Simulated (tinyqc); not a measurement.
From weak to strong coupling: mean-field antiferromagnet of the Hubbard model on the square lattice.

e(k) = -2 t (cx + cy) - 4 t2 cx cy, ci = cos ki; one electron a site; Q = (pi, pi). <n_up - n_dn> = m cos(Q.R) gives Delta = U m/2 and bands E = e+ -/+ sqrt(e-^2 + Delta^2), e+- = (e(k) +- e(k + Q))/2 (the constant U/2 is dropped). Means run over the mesh k_i = 2 pi (j + 1/2)/N of the whole zone: mu from mean(f(E-) + f(E+)) = 1; m(out) = mean of Delta (f(E-) - f(E+))/sqrt(e-^2 + Delta^2); free energy per site F = -kT mean[ln(1 + exp(-(E- - mu)/kT)) + ln(1 + exp(-(E+ - mu)/kT))] + mu + U m^2/4. Order at T > 0 in two dimensions is an artefact of mean field.

Constants: kB = 8.617333262e-05 eV/K.

Inputs chosen for the exercise:
- t = 0.91 eV (nearest hopping)
- t2 = 0 eV (second hopping)
- T = 600 K

Mesh N = 48, start m = 0.9, at most 400 steps; U takes the listed multiples of t. The gap (negative: overlap) is read for that Delta on the unshifted mesh N = 64, which holds the band extrema.

Results:
```
U/t,m,Delta (eV),gap (eV),F - F(0) (meV),J = 4 t^2/U (meV)
1.5,0.237,0.162,0.323,-2.02,2427
2.0,0.376,0.342,0.683,-13.20,1820
3.0,0.566,0.773,1.545,-65.73,1213
4.0,0.691,1.257,2.514,-157.12,910
5.0,0.772,1.757,3.514,-279.92,728
6.0,0.827,2.259,4.518,-426.17,607
8.0,0.893,3.250,6.499,-765.77,455
12.0,0.948,5.178,10.356,-1545.27,303
20.0,0.981,8.923,17.846,-3251.60,182
```

Every row has a moment above 0.02; a gap is open from U/t = 1.5 on. With t2 = 0 the Fermi surface is nested by Q, so at zero temperature and on an infinite mesh any U orders; at small U the finite mesh and kT = 0.057 t can suppress or reduce the moment. At U/t = 20 m has reached 0.981 and the gap is 0.98 U. Mean field leaves out spin fluctuations, which lower m (at large U to about 0.6 on the square and 0.85 on the simple cubic lattice) and the ordering temperature, which is zero in two dimensions.

Computed by tinyqc, a small Python program: `OMP_NUM_THREADS=1 python tinyqc.py 1651157 1651158 out.jsonl` (the numbers bound the seed that draws the inputs); one thread of a shared host (Intel(R) Xeon(R) Processor @ 2.30GHz), about 0.1 s for the whole set of steps.
